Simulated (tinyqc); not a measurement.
# Worked calculation: frequency dispersion of an accumulation capacitance by border traps, distributed model

Program tinyqc, `OMP_NUM_THREADS=1 python tinyqc.py 2202147 2202148 out.jsonl`; Intel Xeon 2.30GHz, shared host, one thread, about 0.4 s. Printed values are rounded.

Traps spread evenly through the insulator exchange electrons with the semiconductor by tunnelling, with tau(x) = t0 exp(2 ka x) at depth x from the interface. The admittance per area Y seen at depth x obeys dY/dx = -Y^2/(i w eps0 eox) + q Nb ln(1 + i w tau)/tau, with Y(0) = i w Cs and w = 2 pi f; the gate sees Y(tox) = G + i w C. Working variable y = Y/(i w), in uF/cm^2. Cox = eps0 eox/tox.

Inputs (values chosen for the exercise); permittivity close to that of aluminium oxide:
```
symbol,value,unit,meaning
eox,8.68,,relative permittivity of the insulator
tox,4.5,nm,insulator thickness
Cs,0.52,uF/cm^2,semiconductor capacitance in accumulation
Nb,5.1e19,cm^-3 eV^-1,density of border traps
ka,4.4,1/nm,decay constant of the wave function in the insulator
t0,3e-11,s,time constant of a trap at the interface
f,1e6,Hz,frequency
xe,1.5,nm,depth down to which the steps are taken
```

Constants: q = 1.602176634e-19 C, eps0 = 8.8541878128e-14 F/cm where lengths are in cm. Results are converted to the units shown.

## Scales and lumped estimate

Cox; trap-free value 1/(1/Cox + 1/Cs); response depth d = ln(1/(w t0))/(2 ka), where w tau = 1; lumped estimate: all traps within d act as C_bt = q Nb d placed at d/2, so C = 1/{1/[1/(1/Cs + d/(2 eps0 eox)) + C_bt] + (tox - d/2)/(eps0 eox)}.

Cox = 1.707874 uF/cm^2
trap-free C = 0.3986287 uF/cm^2
d = 0.9745950 nm
C_bt = 0.7963514 uF/cm^2
lumped C = 0.7742969 uF/cm^2

The traps within reach amount to 1.53 Cs and lie in the first 21.7 % of the insulator.

## Midpoint steps through the active depth

In terms of y: dy/dx = -y^2/(eps0 eox) + s(x), s = q Nb ln(1 + z)/z, z = i w tau. 8 midpoint steps of h = xe/8: y_half = y + (h/2) y'(x, y), y(new) = y + h y'(x + h/2, y_half).

| point | x (nm) | s (uF/(cm^2 nm)) | y (uF/cm^2) |
|---|---|---|---|
| 0 | 0 | 0.8171101-0.0000770i | 0.520000+0.000000i |
| 1 | 0.1875 | 0.8171098-0.0004010i | 0.664620-0.000033i |
| 2 | 0.375 | 0.8171030-0.0020879i | 0.804618-0.000202i |
| 3 | 0.5625 | 0.8169173-0.0108682i | 0.939212-0.001078i |
| 4 | 0.75 | 0.8119401-0.0560737i | 1.067589-0.005620i |
| 5 | 0.9375 | 0.7078362-0.2373054i | 1.184839-0.028113i |
| 6 | 1.125 | 0.2850682-0.2953231i | 1.243125-0.086138i |
| 7 | 1.312500 | 0.0634807-0.1242642i | 1.231238-0.117869i |
| 8 | 1.5 | 0.0125225-0.0370914i | 1.200695-0.123415i |

## Capacitance and conductance at the gate

y at xe = 1.200695-0.123415i uF/cm^2

Beyond xe the traps are ignored, so 1/y(tox) = 1/y(xe) + (tox - xe)/(eps0 eox); C = Re y, G/w = -Im y, loss tangent G/(w C).

y at the gate = 0.8194025-0.0571532i uF/cm^2
C = 0.8194025 uF/cm^2
G/w = 0.05715323 uF/cm^2
loss tangent = 0.06974988

A fine integration over the whole insulator gives C = 0.82101 and G/w = 0.05929 uF/cm^2; the coarse G/w is 3.6 % below that. The fine C is 2.06 times the trap-free value, and the lumped estimate is 5.7 % below the fine result.
